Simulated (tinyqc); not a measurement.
CIS and TDHF on RHF in the sto-3g basis, for BeH+, spin multiplicity 1, step by step. One step of it, computed by the program tinyqc.

Problem. CIS matrix, singlets. A(ia,jb) = (e_a - e_i) d_ij d_ab + 2 (ia|jb) - (ij|ab).

orbital energies (hartree): [-5.006146, -0.687281, -0.257315, -0.132978, -0.132978, 0.199483]

Two-electron integrals over orbitals (pq|rs), unique and non-zero (hartree):
```
(11|11) 2.275563    (21|11) -0.167278   (21|21) 0.020790    (22|11) 0.463693
(22|21) 0.000468    (22|22) 0.490671    (31|11) -0.173254   (31|21) 0.016873
(31|22) -0.015776   (31|31) 0.027095    (32|11) 0.057291    (32|21) -0.005575
(32|22) -0.067734   (32|31) 0.002208    (32|32) 0.047417    (33|11) 0.541379
(33|21) -0.011962   (33|22) 0.321743    (33|31) 0.003419    (33|32) 0.033141
(33|33) 0.449013    (41|41) 0.015591    (42|41) 0.013683    (42|42) 0.043939
(43|41) 0.013919    (43|42) 0.032708    (43|43) 0.050384    (44|11) 0.569237
(44|21) -0.005994   (44|22) 0.356695    (44|31) -0.006100   (44|32) 0.028991
(44|33) 0.392291    (44|44) 0.449859    (51|51) 0.015591    (52|51) 0.013683
(52|52) 0.043939    (53|51) 0.013919    (53|52) 0.032708    (53|53) 0.050384
(54|54) 0.024249    (55|11) 0.569237    (55|21) -0.005994   (55|22) 0.356695
(55|31) -0.006100   (55|32) 0.028991    (55|33) 0.392291    (55|44) 0.401360
(55|55) 0.449859    (61|11) 0.093982    (61|21) -0.015170   (61|22) -0.009904
(61|31) -0.003260   (61|32) 0.007492    (61|33) 0.016332    (61|44) 0.002237
(61|55) 0.002237    (61|61) 0.017264    (62|11) -0.131732   (62|21) 0.001985
(62|22) 0.037582    (62|31) 0.007764    (62|32) -0.050945   (62|33) -0.021247
(62|44) -0.064378   (62|55) -0.064378   (62|61) 0.003264    (62|62) 0.121117
(63|11) 0.062380    (63|21) -0.003324   (63|22) -0.056344   (63|31) 0.005276
(63|32) 0.042060    (63|33) 0.055797    (63|44) 0.026601    (63|55) 0.026601
(63|61) 0.007116    (63|62) -0.054498   (63|63) 0.058733    (64|41) -0.008245
(64|42) -0.027918   (64|43) -0.011189   (64|64) 0.024220    (65|51) -0.008245
(65|52) -0.027918   (65|53) -0.011189   (65|65) 0.024220    (66|11) 0.495244
(66|21) -0.001184   (66|22) 0.493847    (66|31) -0.014295   (66|32) -0.069783
(66|33) 0.349097    (66|44) 0.360216    (66|55) 0.360216    (66|61) -0.007316
(66|62) 0.067739    (66|63) -0.059434   (66|66) 0.533499
```

Give: CIS matrix A, singlet.

Solution.

CIS matrix A, singlet (hartree), order 1>3, 1>4, 1>5, 1>6, 2>3, 2>4, 2>5, 2>6:
```
[[4.2616, 0.0000, 0.0000, -0.0689, 0.0164, 0.0000, 0.0000, 0.0189],
 [0.0000, 4.3351, 0.0000, 0.0000, 0.0000, 0.0334, 0.0000, 0.0000],
 [0.0000, 0.0000, 4.3351, 0.0000, 0.0000, 0.0000, 0.0334, 0.0000],
 [-0.0689, 0.0000, 0.0000, 4.7449, 0.0183, 0.0000, 0.0000, 0.0077],
 [0.0164, 0.0000, 0.0000, 0.0183, 0.2031, 0.0000, 0.0000, -0.0455],
 [0.0000, 0.0334, 0.0000, 0.0000, 0.0000, 0.2855, 0.0000, 0.0000],
 [0.0000, 0.0000, 0.0334, 0.0000, 0.0000, 0.0000, 0.2855, 0.0000],
 [0.0189, 0.0000, 0.0000, 0.0077, -0.0455, 0.0000, 0.0000, 0.6352]]
```
